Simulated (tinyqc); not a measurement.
# Carrier lifetime of an n-type layer with SRH, radiative, Auger and surface recombination: effects of single changes

Uniform excess density dn = dp (no trapping), n = n0 + dn, p = p0 + dn, Boltzmann statistics, full ionisation. Surfaces enter as a rate 2 S dn/d, which holds while diffusion to them is fast.

Inputs (values chosen for the exercise); band and dielectric values those of a made-up semiconductor: temperature T = 400 K; band gap Eg = 1.29 eV; conduction-band density of states at T Nc = 8.01e17 cm^-3; valence-band density of states at T Nv = 1.46e19 cm^-3; radiative coefficient B = 6.59e-10 cm^3/s; donor density N = 3.2e14 cm^-3; Auger coefficient (two electrons) Cn = 4.5e-30 cm^6/s; Auger coefficient (two holes) Cp = 1e-30 cm^6/s; trap density Nt = 8.4e11 cm^-3; capture cross-section for electrons sn = 2e-14 cm^2; capture cross-section for holes sp = 2e-17 cm^2; thermal velocity (both carriers) vth = 2.1e7 cm/s; trap level below the conduction band Et = 0.39 eV; surface recombination velocity (both faces) S = 1000 cm/s; sample thickness d = 4 um.

Constants: q = 1.602176634e-19 C, kB = 1.380649e-23 J/K, Vt = kB T/q. Results are converted to the units shown.

Each table varies one quantity; the others keep the values above.

## Lifetime against injection

ni = sqrt(Nc Nv) exp(-Eg/(2 Vt)), Eg in volts; majority density N/2 + sqrt(N^2/4 + ni^2), n0 p0 = ni^2; n1 = Nc exp(-Et/Vt), p1 = Nv exp((Et - Eg)/Vt); tn0 = 1/(sn vth Nt), tp0 = 1/(sp vth Nt). With e = n p - ni^2 = dn (n0 + p0 + dn): U_SRH = e/(tp0 (n + n1) + tn0 (p + p1)), U_rad = B e, U_Aug = (Cn n + Cp p) e, U_s = 2 S dn/d. Each tau is dn over its rate; tau = dn/U with U the sum.

The same in every row: tau_s (s) = 2.000e-7.

Lifetime against injection:
```
dn (cm^-3)	tau_SRH (s)	tau_rad (s)	tau_Aug (s)	tau (s)	radiative share (%)	largest path
1e11	0.002921	4.741e-6	2.169	1.919e-7	4.048	surface
1e12	0.002921	4.727e-6	2.155	1.919e-7	4.059	surface
1e13	0.002918	4.598e-6	2.027	1.917e-7	4.168	surface
1e14	0.002901	3.613e-6	1.196	1.895e-7	5.245	surface
1e15	0.002858	1.150e-6	0.1092	1.704e-7	14.82	surface
1e16	0.002840	1.470e-7	0.001717	8.473e-8	57.63	radiative
1e17	0.002838	1.513e-8	1.808e-5	1.405e-8	92.90	radiative
1e18	0.002837	1.517e-9	1.817e-7	1.493e-9	98.43	radiative
1e19	0.002837	1.517e-10	1.818e-9	1.400e-10	92.23	radiative
```

Read the table: what changes, and by how much?

Surface recombination leads at dn = 1e11, radiative from 1e16 on. The total lifetime falls from 1.92e-7 to 1.40e-10 s. tau_SRH goes from 0.00292 s (low-injection limit 0.00292 s) to 0.00284 s (high-injection limit tn0 + tp0 = 0.00284 s). Between the last two rows tau_rad goes as dn^(-1.00) and tau_Aug as dn^(-2.00); the radiative share goes from 4.05 through a maximum of 98.4 (at dn = 1e18 among the rows listed) to 92.2 %. For dn = 1e18, 1e19 the carriers are degenerate, where B and the Auger coefficients no longer stay constant.

## Effect of the donor density at dn = 6e16 cm^-3

Same model as above.

Here dn = 6e16 cm^-3.

The same in every row: tau_s (s) = 2.000e-7.

Results:
```
N (cm^-3)	tau_SRH (s)	tau_rad (s)	tau_Aug (s)	tau (s)	radiative share (%)	largest path
1e14	0.002838	2.525e-8	5.035e-5	2.241e-8	88.75	radiative
3e14	0.002838	2.517e-8	5.005e-5	2.234e-8	88.78	radiative
8e14	0.002838	2.496e-8	4.930e-5	2.218e-8	88.86	radiative
2e15	0.002838	2.448e-8	4.758e-5	2.180e-8	89.06	radiative
2e16	0.002837	1.897e-8	2.976e-5	1.731e-8	91.28	radiative
4e16	0.002836	1.517e-8	1.961e-5	1.409e-8	92.88	radiative
1e17	0.002836	9.484e-9	8.013e-6	9.044e-9	95.36	radiative
```

Estimate the missing row, N = 6e15 cm^-3.

Computed row:
```
N (cm^-3)	tau_SRH (s)	tau_rad (s)	tau_Aug (s)	tau (s)	radiative share (%)	largest path
6e15	0.002837	2.299e-8	4.244e-5	2.061e-8	89.65	radiative
```

With this row back in the table: Radiative recombination leads at N = 1e14 and in all other rows. tau_SRH stays near 0.00284 s and the total lifetime falls from 2.24e-8 to 9.04e-9 s. Between the last two rows tau_rad goes as N^(-0.51) and tau_Aug as N^(-0.98).

Computed by the program tinyqc: `OMP_NUM_THREADS=1 python tinyqc.py 2300104 2300105 out.jsonl`, one thread of a shared Intel Xeon 2.30GHz, about 0.01 s for the whole run.
